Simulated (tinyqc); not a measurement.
## Disorder from G

Inverse problem. In a one-dimensional band with self-consistent Born disorder, 1/G^2 = (z - D G)^2 - 4 t^2, z = E + i eta, where z - D G has a positive imaginary part. Find D and Sigma = D G.

Inputs (values chosen for the exercise):
- t = 2 eV (hopping)
- eta = 0.002 eV (bare broadening)
- E = 2.401 eV (energy from the band centre)

G = 0.00986966-0.31151251i 1/eV

Answer. z - D G is the root of 1/G^2 + 4 t^2 with positive imaginary part; then D = (z - root)/G.

D = 0.4300 eV^2
Sigma = 0.0042-0.1340i eV

tinyqc, about 0.01 s, one thread, Intel Xeon 2.30GHz (shared host): `OMP_NUM_THREADS=1 python tinyqc.py 2720029 2720030 out.jsonl`
